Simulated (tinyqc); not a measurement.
UHF in the 6-311g basis, for H2, spin multiplicity 3, step by step. One step of it, computed by the program tinyqc.

Task: Iteration 14 (converged): orbitals. Diagonalise F' = X^T F X, C = X C', fill 2 alpha and 0 beta electrons from the bottom; D(s) = C_occ C_occ^T. Each column has its largest component positive (the first on a tie).

converged F(alpha) (hartree), lower triangle:
```
           1H 1s      1H 2s      1H 3s      2H 1s      2H 2s      2H 3s
1H 1s   0.270117
1H 2s  -0.665457  -0.586874
1H 3s  -0.586194  -0.535450  -0.381904
2H 1s  -0.402041  -0.488463  -0.458038   0.270117
2H 2s  -0.488463  -0.540845  -0.479040  -0.665457  -0.586874
2H 3s  -0.458038  -0.479040  -0.368051  -0.586194  -0.535450  -0.381904
```

converged F(beta) (hartree), lower triangle:
```
           1H 1s      1H 2s      1H 3s      2H 1s      2H 2s     2H 3s
1H 1s   0.923043
1H 2s  -0.052018   0.088663
1H 3s  -0.175051  -0.039773   0.010755
2H 1s  -0.204373  -0.157089  -0.152689   0.923043
2H 2s  -0.157089  -0.079055  -0.073752  -0.052018   0.088663
2H 3s  -0.152689  -0.073752  -0.017880  -0.175051  -0.039773  0.010755
```

X, lower triangle:
```
           1H 1s      1H 2s      1H 3s      2H 1s      2H 2s     2H 3s
1H 1s   1.376157
1H 2s  -0.754984   2.258750
1H 3s   0.215030  -1.084284   2.479595
2H 1s   0.037430  -0.009581  -0.039100   1.376157
2H 2s  -0.009581  -0.461659   0.307401  -0.754984   2.258750
2H 3s  -0.039100   0.307401  -1.297687   0.215030  -1.084284  2.479595
```

Give: F' = X^T F X; orbital energies; coefficients C; F' = X^T F X; orbital energies; coefficients C; D(alpha) after iteration 14; D(beta) after iteration 14.

Result:

F' = X^T F X (alpha) (hartree), lower triangle:
```
        1       2       3       4       5      6
1   1.384
2  -1.299   0.738
3  -0.052  -0.460   0.120
4  -0.082  -0.149  -0.106   1.384
5  -0.149  -0.147   0.009  -1.299   0.738
6  -0.106   0.009  -0.108  -0.052  -0.460  0.120
```

orbital energies (alpha) (hartree): MO1 -0.798, MO2 -0.263, MO3 0.256, MO4 0.430, MO5 2.412, MO6 2.447

coefficients C (alpha):
```
         MO1     MO2     MO3     MO4     MO5     MO6
1H 1s  0.202   0.159  -0.054  -0.103  -1.082  -1.124
1H 2s  0.339   0.485  -0.730  -1.278   1.754   1.249
1H 3s  0.090   1.009   0.874   2.403  -1.160  -0.494
2H 1s  0.202  -0.159  -0.054   0.103   1.082  -1.124
2H 2s  0.339  -0.485  -0.730   1.278  -1.754   1.249
2H 3s  0.090  -1.009   0.874  -2.403   1.160  -0.494
```

F' = X^T F X (beta) (hartree), lower triangle:
```
        1       2       3       4       5      6
1   1.819
2  -1.036   1.071
3   0.074  -0.297   0.240
4  -0.058  -0.106  -0.073   1.819
5  -0.106  -0.122   0.035  -1.036   1.071
6  -0.073   0.035  -0.092   0.074  -0.297  0.240
```

orbital energies (beta) (hartree): MO1 -0.073, MO2 0.191, MO3 0.354, MO4 0.642, MO5 2.570, MO6 2.576

coefficients C (beta):
```
         MO1     MO2     MO3     MO4     MO5     MO6
1H 1s  0.137   0.083   0.063  -0.096  -1.091  -1.133
1H 2s  0.168  -0.091   0.845  -1.466   1.670   1.211
1H 3s  0.312   1.933  -0.834   1.796  -1.082  -0.472
2H 1s  0.137  -0.083   0.063   0.096   1.091  -1.133
2H 2s  0.168   0.091   0.845   1.466  -1.670   1.211
2H 3s  0.312  -1.933  -0.834  -1.796   1.082  -0.472
```

D(alpha) after iteration 14, lower triangle:
```
        1H 1s   1H 2s   1H 3s  2H 1s  2H 2s  2H 3s
1H 1s   0.066
1H 2s   0.146   0.350
1H 3s   0.179   0.520   1.025
2H 1s   0.015  -0.009  -0.143  0.066
2H 2s  -0.009  -0.120  -0.459  0.146  0.350
2H 3s  -0.143  -0.459  -1.009  0.179  0.520  1.025
```

D(beta) after iteration 14, lower triangle:
```
       1H 1s  1H 2s  1H 3s  2H 1s  2H 2s  2H 3s
1H 1s  0.000
1H 2s  0.000  0.000
1H 3s  0.000  0.000  0.000
2H 1s  0.000  0.000  0.000  0.000
2H 2s  0.000  0.000  0.000  0.000  0.000
2H 3s  0.000  0.000  0.000  0.000  0.000  0.000
```
